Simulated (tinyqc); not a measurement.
What moves the results: standing waves and exposure in a photoresist film. A value that a table varies takes the place of the one given here.

Normal incidence from air. Unexposed resist: N1 = n1 + i k1 with k1 = (A + B) lam/(4 pi), lam in micrometres. r01 = (1 - N1)/(1 + N1), t01 = 2/(1 + N1). Substrate Ns = ns + i ks: r12 = (N1 - Ns)/(N1 + Ns). With p = exp(2 pi i N1 d/lam), the field at depth z is E(z) = t01 [exp(2 pi i N1 z/lam) + r12 p^2 exp(-2 pi i N1 z/lam)]/(1 + r01 r12 p^2), the relative intensity I(z) = n1 |E(z)|^2 and the reflectance R = |(r01 + r12 p^2)/(1 + r01 r12 p^2)|^2.

Values chosen for the exercise (a resist on Al, indices near tabulated ones; the results hold for these values, not for the real material): lam = 248 nm (vacuum wavelength); n1 = 1.774 (resist index); A = 0.05 1/micrometre (bleachable absorption (Dill A)); B = 0.48 1/micrometre (fixed absorption (Dill B)); d = 336 nm (resist thickness); ns = 0.19 (substrate n); ks = 3.017 (substrate k).

## Swing of the coupled dose with resist thickness

The mean of I is taken over 800 depths; the relative dose to clear is taken as 1/(mean of I over the lowest period, 60 depths), scaled to 1 in the first row.

Swing:
```
d (nm),R,mean I,relative dose
336.0,0.7636,1.0250,1.000
347.6,0.7349,1.1124,0.895
359.3,0.5986,1.6400,0.604
370.9,0.4045,2.3853,0.425
382.6,0.5088,1.9301,0.539
394.2,0.6744,1.2500,0.836
405.9,0.7326,0.9986,1.024
417.5,0.7011,1.0862,0.919
429.2,0.5545,1.5822,0.629
440.8,0.3535,2.2550,0.450
452.5,0.4636,1.8386,0.564
464.1,0.6400,1.2093,0.861
475.8,0.7030,0.9745,1.050
```

The period is 69.9 nm, six rows. The relative dose swings between 0.425 and 1.050, a ratio (max - min)/mean of 0.828, against the estimate 4 sqrt(|r01|^2 |r12|^2) exp(-(A + B) d) = 0.880 for the oscillating part alone; the ratio from the table also holds the slow rise from absorption, 5.0 % over two periods, so the two are not strictly comparable. The dose is least sensitive to thickness at an extremum; the lowest dose listed is at 370.9 nm.

## What moves the exposure

The mean of I is over 800 depths. Each row changes one parameter from the base and keeps the others.

Results:
```
case,|r12|^2,R,mean I,I at the bottom
base,0.8868,0.7636,1.0250,0.5028
d = 346 nm,0.8868,0.7440,1.0786,0.5432
n1 = 1.792,0.8863,0.7669,1.0071,0.5065
B = 0.68 1/micrometre,0.8833,0.7066,0.9864,0.4806
ks = 2.715,0.8705,0.7569,1.0160,0.5806
ns = 0.209,0.8771,0.7589,1.0223,0.5009
```

The largest shifts from the base row, up to three for each result and ties (the steps differ in size, so this ranks the rows, not the parameters). |r12|^2: ks -0.0163, ns -0.0096, B -0.0034; unchanged at the printed digits by d. R: B -0.0570, d -0.0196, ks -0.0067. mean I: d +0.0535, B -0.0386, n1 -0.0179. I at the bottom: ks +0.0778, d +0.0404, B -0.0222.

Run: tinyqc, `OMP_NUM_THREADS=1 python tinyqc.py 1651333 1651334 out.jsonl`; Intel(R) Xeon(R) Processor @ 2.30GHz, one thread, shared host; about 0.01 s of CPU time with all checks.
